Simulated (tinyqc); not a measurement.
Composition against offsets: model-solid line-up of a strained alloy layer on a substrate.

All values of the alloy are linear in x but the gap, Eg(x) = (1 - x) Eg_A + x Eg_B - C x (1 - x), and the valence edge, Ev(x) = (1 - x) Ev_A + x Ev_B + fv C x (1 - x); Ec = Ev + Eg. Ev is the top of the unstrained valence band on a scale common to all materials. In the layer only the Gamma valley of the conduction band is followed, also where an X or L valley would lie lower.

Coherent growth on a (001) face: e_par = (a_s - a)/a, e_perp = -2 (C12/C11) e_par; exx = eyy = e_par, ezz = e_perp, no shear.

Strained edges: Ec + ac tr(e); the valence edges are Ev plus the levels of the 6 x 6 matrix of X, Y, Z times spin with -Dso/3 + l exx + m (eyy + ezz) on the diagonal (cyclic), n exy off it, l = av + 2 b, m = av - b, n = sqrt(3) d. Spin-orbit term (Dso/3) L.sigma on X, Y, Z with (L_k)_ij = -i epsilon_kij: <X+|H|Y+> = -i Dso/3, <X+|H|Z-> = Dso/3, <Y+|H|Z-> = -i Dso/3, <Z+|H|X-> = -Dso/3, <Z+|H|Y-> = i Dso/3, <X-|H|Y-> = i Dso/3, and their conjugates; + and - are the spin along z.

dEc = Ec(substrate) - Ec(layer), dEv = Ev(layer) - Ev(substrate); positive values confine the carrier in the layer. Type I: both of one sign; type II: opposite signs; type III: the gaps do not overlap.

Inputs chosen for the exercise (A near GaAs, B near GaSb, substrate near InP; not measured data): a = (5.661, 6.095) angstrom (lattice constant of A, B); Eg = (1.524, 0.8) eV (gap at Gamma to the s-like level of A, B); Dso = (0.339, 0.749) eV (spin-orbit splitting of A, B); Ev = (-0.81, -0.03) eV (top of the unstrained valence band of A, B); ac = (-7.27, -7.6) eV (conduction deformation potential of A, B); av = (1.16, 0.79) eV (valence hydrostatic potential of A, B); b = (-2.02, -2) eV (tetragonal shear potential of A, B); d = (-4.77, -4.73) eV (trigonal shear potential of A, B); C11 = (121.1, 89.6) GPa (of A, B); C12 = (57.1, 40.7) GPa (of A, B); C44 = (60.8, 43.4) GPa (of A, B); C = 1.254 eV (bowing of the gap); fv = 0.7 (share of the bowing taken by the valence edge); a_s = 5.861 angstrom (substrate); Eg_s = 1.42 eV (lowest gap of the substrate); Ev_s = -0.94 eV (substrate valence edge); face = 001 (growth face).

Each composition is strained to the same substrate.

Results:

| x | e_par (%) | relaxed gap (eV) | strained gap (eV) | valence splitting (meV) | dEc (eV) | dEv (eV) | type |
|---|---|---|---|---|---|---|---|
| 0.07 | 2.98 | 1.392 | 0.958 | 285 | 0.017 | 0.445 | I |
| 0.30 | 1.21 | 1.043 | 0.880 | 102 | -0.077 | 0.617 | II |
| 0.41 | 0.38 | 0.924 | 0.874 | 30 | -0.136 | 0.682 | II |
| 0.53 | -0.51 | 0.828 | 0.854 | 38 | -0.211 | 0.777 | II |
| 0.64 | -1.31 | 0.772 | 0.840 | 92 | -0.289 | 0.869 | II |
| 0.76 | -2.17 | 0.745 | 0.858 | 143 | -0.384 | 0.946 | II |
| 0.87 | -2.94 | 0.752 | 0.908 | 185 | -0.481 | 0.994 | II |

Give the missing row, x = 0.18.

Computed row:
```
x     e_par (%)  relaxed gap (eV)  strained gap (eV)  valence splitting (meV)  dEc (eV)  dEv (eV)  type
0.18       2.12             1.209              0.909                      192    -0.023     0.534    II
```

The alloy matches the substrate at x = 0.461, where the top valence edge changes its character and the splitting passes through zero. The strained gap runs from 0.958 to 0.908 eV, against 1.392 to 0.752 eV for the relaxed alloy: strain cancels the change that the composition makes. It is not monotonic; its extremes in the table are 0.840 and 0.958 eV. Strains above 2 % can be kept only in layers of a few nanometres. The type changes: I to II between x = 0.07 and 0.18. Offsets below about 50 meV are within the spread of parameter sets, so those rows do not settle the type.

Run: tinyqc, `OMP_NUM_THREADS=1 python tinyqc.py 1081223 1081224 out.jsonl`; Intel(R) Xeon(R) Processor @ 2.30GHz, one thread, shared host; about 0.01 s of CPU time with all checks.
